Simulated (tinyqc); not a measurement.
Comparisons within one model: donor level screened by free carriers (Yukawa potential). A value that a table varies takes the place of the one given here.

Potential -(q/(eps r)) exp(-ks r), q = e^2/(4 pi eps0). In units Ry* = Ry m/eps^2 and a* = a0 eps/m the problem is [-Laplacian - 2 exp(-x r)/r] psi = E psi with x = ks a*.

Converged values use 18 functions exp(-z r), z = 1.55^i, i = -11 to 6: S = 2/A^3, H = z_i z_j S - 2/(A + x)^2, A = z_i + z_j.

Screening wave number: Debye ks^2 = 4 pi q n/(eps kB T); Thomas-Fermi ks^2 = 6 pi q n/(eps EF) with EF = c (3 pi^2 n/gv)^(2/3)/m, c = hbar^2/2m0; the two are joined by 1/ks^2 = sqrt(1/ks_D^4 + 1/ks_TF^4). 1e18/cm^3 = 1e-6/angstrom^3, q = e^2/(4 pi eps0).

Constants: e^2/(4 pi eps0) = 14.39964547 eV angstrom; kB = 8.617333262e-05 eV/K; hbar^2/2m0 = 3.80998211 eV angstrom^2; Ry = 13.60569312 eV; a0 (Bohr radius) = 0.5291772105 angstrom.

Parameters, chosen for this exercise (near those of a donor in 4H SiC, with one mean mass; not measured data):
- xs = (0.02, 0.17, 0.25, 0.45, 0.72, 0.91, 1.06) (values of x)
- m = 0.397 m0 (mass)
- eps = 9.6 (dielectric constant)
- gv = 3 (valleys)
- T = 200 K (temperature)
- nl = (0.0042, 0.014, 0.042, 0.14, 0.42, 1.4, 4.2) x 1e18/cm^3 (densities)
- n = 0.14 x 1e18/cm^3 (free-carrier density)

## Towards the loss of the bound state

First order (-1 + 2x), one-parameter (minimum of z^2 - 8 z^3/(2z + x)^2) and converged 1s energies in Ry*, and the mean radius in a*; a dash marks an unbound result.

Results:

| x | first order | trial function | converged | <r> |
|---|---|---|---|---|
| 0.02 | -0.9600 | -0.9606 | -0.9606 | 1.50 |
| 0.17 | -0.6600 | -0.6992 | -0.6993 | 1.54 |
| 0.25 | -0.5000 | -0.5815 | -0.5818 | 1.58 |
| 0.45 | -0.1000 | -0.3420 | -0.3443 | 1.74 |
| 0.72 | - | -0.1223 | -0.1317 | 2.26 |
| 0.91 | - | -0.0281 | -0.0453 | 3.23 |
| 1.06 | - | - | -0.0096 | 6.00 |

First order loses the state at x = 0.5, the trial function reaches zero energy at x = 1.00, and the exact limit is 1.19. The radius starts at 1.5 a*, grows slowly at first (1.58 at x = 0.25), then steadily, and swells towards the end (6.0 at 1.06), where a single exponential fails: the binding vanishes as the square of the distance from 1.19.

## Binding against carrier density

Ry* = 58.6096 meV
a* = 12.796 angstrom

x from the joined ks; converged 1s binding (dash: x above 1.17, at or past the limit 1.19 where the state unbinds).

Results:

| n (1e18/cm^3) | EF/kB T | 1/ks (angstrom) | x | binding (meV) | n^(1/3) a* |
|---|---|---|---|---|---|
| 0.0042 | 0.01 | 466.6 | 0.027 | 55.46 | 0.021 |
| 0.014 | 0.01 | 255.6 | 0.050 | 52.95 | 0.031 |
| 0.042 | 0.03 | 147.6 | 0.087 | 49.07 | 0.044 |
| 0.14 | 0.07 | 80.9 | 0.158 | 42.07 | 0.066 |
| 0.42 | 0.14 | 46.8 | 0.274 | 32.22 | 0.096 |
| 1.4 | 0.32 | 25.8 | 0.495 | 17.62 | 0.143 |
| 4.2 | 0.67 | 15.4 | 0.829 | 4.47 | 0.206 |

The binding falls from 55.5 to 4.5 meV (bare value 58.6); it passes half the bare value between 0.42 and 1.4 x 1e18/cm^3. The level is still bound in the last row. x grows with exponent 0.50 in n at the start and 0.47 at the end (1/2 for Debye, 1/6 for Thomas-Fermi screening).

## What each parameter does

Ry* = Ry m/eps^2, a* = a0 eps/m, x = ks a* with the joined ks; converged binding. Each row changes one parameter from the base and keeps the others.

Results:

| case | 1/ks (angstrom) | x | binding in Ry* | binding (meV) |
|---|---|---|---|---|
| base | 80.9 | 0.158 | 0.718 | 42.07 |
| n = 0.07 x 1e18/cm^3 | 114.3 | 0.112 | 0.794 | 46.52 |
| T = 170 K | 74.6 | 0.172 | 0.697 | 40.84 |
| m = 0.445 m0 | 80.8 | 0.141 | 0.745 | 48.95 |
| eps = 8.8 | 77.4 | 0.152 | 0.728 | 50.81 |
| gv = 4 | 80.8 | 0.158 | 0.718 | 42.07 |

The largest shifts from the base row, up to three for each result and ties (the steps differ in size, so this ranks the rows, not the parameters). 1/ks (angstrom): n +33.5, T -6.3, eps -3.4. x: n -0.046, m -0.017, T +0.013; unchanged at the printed digits by gv. binding in Ry*: n +0.076, m +0.027, T -0.021; unchanged at the printed digits by gv. binding (meV): eps +8.74, m +6.88, n +4.45; unchanged at the printed digits by gv.

Run: tinyqc, `OMP_NUM_THREADS=1 python tinyqc.py 1281177 1281178 out.jsonl`; Intel(R) Xeon(R) Processor @ 2.30GHz, one thread, shared host; about 0.03 s of CPU time with all checks.
